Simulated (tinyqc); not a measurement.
# Electron mobility of a polar semiconductor by Rode's iterative solution of the Boltzmann equation, step by step

A worked calculation. Computed by tinyqc, a small Python program that keeps every step. Command: `OMP_NUM_THREADS=1 python tinyqc.py 3026375 3026376 out.jsonl rode walk`. One thread of a shared host (Intel(R) Xeon(R) Processor @ 2.30GHz), about 0.01 s of CPU time with the checks. Intermediate numbers are printed to about 6 digits and carried at full precision; extremes and crossings named in words are read from the listed rows.

The distribution is f(E) + e F l(E) (-df/dE) cos(theta) for a weak field F, theta counted from the force; l(E) is a mean free path. Elastic processes enter by their momentum rate, polar optical phonons by out- and in-scattering terms. One valley only: where upper valleys lie close, measured mobilities are lower. The density n is prescribed, even where a narrow-gap material would have more intrinsic carriers.

Inputs (values chosen for the exercise, for a model polar semiconductor):

| quantity | value | unit |
|---|---|---|
| effective mass m | 0.051 | m_0 |
| non-parabolicity alpha | 0.97 | 1/eV |
| static permittivity eps_s | 9.27 | - |
| high-frequency permittivity eps_inf | 4.56 | - |
| density rho | 5250 | kg/m^3 |
| sound velocity v_l | 4530 | m/s |
| acoustic deformation potential D_A | 10 | eV |
| optical phonon energy hbar w | 39.7 | meV |
| electron density n | 3e+16 | 1/cm^3 |
| compensation ratio C | 0 | - |
| temperature T | 150 | K |
| grid points per phonon energy s | 10 | - |
| iteration cap | 200 | - |

Band: Kane. Elastic processes: acoustic, impurity.

Constants: k_B = 8.617333262e-05 eV/K; m_0 = 9.1093837015e-31 kg; e = 1.602176634e-19 C; hbar = 1.054571817e-34 J s; eps_0 = 8.8541878128e-12 F/m; k_B = 1.380649e-23 J/K; hbar = 6.582119569e-16 eV s.

## Fermi level and screening

Kane band: hbar^2 k^2/(2 m) = E (1 + alpha E), speed v = hbar k/(m (1 + 2 alpha E)), states per spin, volume and energy g(E) = m k (1 + 2 alpha E)/(2 pi^2 hbar^2); overlap factors are set to 1. Masses are multiplied by m_0 and all formulas are in SI units. The reduced Fermi level eta = E_F/(k_B T) solves n = 2 Z int g f dE with f = 1/(1 + exp(x - eta)) (Z = 1 unless valleys are given); screening length L_s = sqrt(eps_s eps_0 k_B T/(e^2 dn/deta)), dn/deta = 2 Z int g f (1 - f) dE. Integrals over x = E/(k_B T) use 160 Gauss-Legendre points in u = sqrt(x) from 0 to sqrt(max(eta, 0) + 32). N_I = n (1 + C)/(1 - C).

reduced Fermi level eta = -1.17577

screening length L_s = 15.5514 nm

ionised impurity density N_I = 3.00e+16 1/cm^3

## Rates on one ladder of the grid

Phonon occupation N_q = 1/(exp(hbar w/(k_B T)) - 1). Acoustic deformation potential (elastic, equipartition, absorption and emission together): 1/tau = 2 pi k_B T D_A^2 g(E)/(hbar rho v_l^2). Singly charged impurities, momentum relaxation: 1/tau = N_I e^4 m (1 + 2 alpha E) Phi/(8 pi (eps_s eps_0)^2 hbar^3 k^3), with alpha = 0 for a parabolic band. Brooks-Herring: Phi = ln(1 + b) - b/(1 + b), b = 4 k^2 L_s^2. Polar optical, unscreened: W = e^2 w (1/eps_inf - 1/eps_s) m (1 + 2 alpha E') ln|(k + k')/(k - k')| / (4 pi eps_0 hbar^2 k), times N_q for absorption (E' = E + hbar w) and N_q + 1 for emission (E' = E - hbar w > 0), with alpha = 0 for a parabolic band; mean cosine of the angle <cos> = (k^2 + k'^2)/(2 k k') - 1/ln|(k + k')/(k - k')|. Energy grid E_j = (j + 1/2) hbar w/s, j = 0, 1, ..., up to (max(eta, 0) + 18) k_B T, so that E_j +/- hbar w are grid points; l = 0 beyond the grid; integrals are sums times the spacing. With f' = f(E'): out-scattering S_o = sum over absorption and emission of W (1 - f')/(1 - f); nu = sum of elastic rates; the in-scattering weights are c+ = W_abs <cos> (1 - f')/(1 - f) for E' = E + hbar w and c- likewise for emission.

Points j = s/2, s/2 + s, ... (the first seven rungs, or as many as the grid holds), rates in 1e12/s:

| E (meV) | v (m/s) | nu | S_o | c+ | c- |
|---|---|---|---|---|---|
| 21.835 | 376228 | 2.38424 | 2.8804 | 1.15445 | 0.0000 |
| 61.535 | 599121 | 0.90026 | 33.0261 | 1.39682 | 12.2015 |
| 101.235 | 731933 | 0.67108 | 42.2084 | 1.49283 | 21.4814 |
| 140.935 | 825476 | 0.62455 | 44.4770 | 1.54436 | 25.1969 |
| 180.635 | 896041 | 0.63853 | 45.4908 | 1.57850 | 27.2883 |
| 220.335 | 951440 | 0.68097 | 46.1222 | 1.60466 | 28.6995 |

Points one phonon energy apart are coupled only to each other, so the grid falls into s independent ladders.

## The first two iterations on one ladder of the grid

Iteration: l_new(E) = [v(E) + c+ l(E + hbar w) + c- l(E - hbar w)]/(nu + S_o), from l = 0.

l after iteration 1 (nm): 71.4624  17.6594  17.0695  18.3026  19.4245  20.3286

l after iteration 2 (all rungs but the last shown) (nm): 75.3348  44.0633  26.5536  28.5040  30.9472

In-scattering lengthens l on the lowest rung by 5.4 % and on the second by 149.5 % in this step.

## The whole iteration

mu = e sum g v l f (1 - f) / (3 k_B T sum g f) over the grid; stop when mu changes by less than 1e-8 of itself.

Course of the iteration:

| iteration | mu (cm^2/(V s)) | relative change |
|---|---|---|
| 1 | 4477.66 | 1.00000e+00 |
| 2 | 4958.65 | 9.70009e-02 |
| 3 | 5368.68 | 7.63742e-02 |
| 4 | 5418.74 | 9.23830e-03 |
| 5 | 5468.33 | 9.06845e-03 |
| 6 | 5474.25 | 1.08107e-03 |
| 7 | 5480.73 | 1.18376e-03 |
| ... | ... | ... |
| 12 | 5482.61 | 2.51804e-06 |
| 13 | 5482.63 | 3.26933e-06 |
| 14 | 5482.63 | 3.56388e-07 |
| 15 | 5482.63 | 4.77550e-07 |
| 16 | 5482.63 | 5.14509e-08 |
| 17 | 5482.63 | 7.06612e-08 |
| 18 | 5482.63 | 7.54388e-09 |

mobility mu = 5482.63 cm^2/(V s)

iterations = 18

Converged in 18 iterations; mu rises at every step, from 4478 to 5483, since each step returns more of the forward-scattered current.

## Approximations against the iterative solution

Self-energy RTA: l = v/(nu + S_o), the first iteration. Momentum RTA: l = v/(nu + S_o - c+ v(E + hbar w)/v - c- v(E - hbar w)/v), listed only where the denominator is positive on the whole grid. The polar-only value solves the same system with nu = 0; the elastic value takes l = v/nu.

Mobilities:

| method | mu (cm^2/(V s)) | deviation (%) |
|---|---|---|
| iterative solution | 5482.6 | 0.000 |
| self-energy RTA | 4477.7 | -18.330 |
| momentum RTA | 6913.8 | 26.103 |
| polar phonons alone, exact | 10613.8 | 93.589 |
| elastic processes alone | 19970.6 | 264.252 |
| Matthiessen's rule on the last two | 6930.4 | 26.407 |

self-energy RTA mobility = 4477.66 cm^2/(V s)

polar-phonon mobility = 10613.8 cm^2/(V s)

elastic mobility = 19970.6 cm^2/(V s)

error of the self-energy RTA = -18.3302 %

The self-energy RTA is 18.3 % low: it counts every polar event as a full loss of current. Here hbar w/k_B T = 3.07. Matthiessen's rule is 26.4 % high. The momentum RTA deviates by +26.1 %.

Checks made by the program: iterated mobility against a direct solution of the banded linear system (relative difference 1e-08).
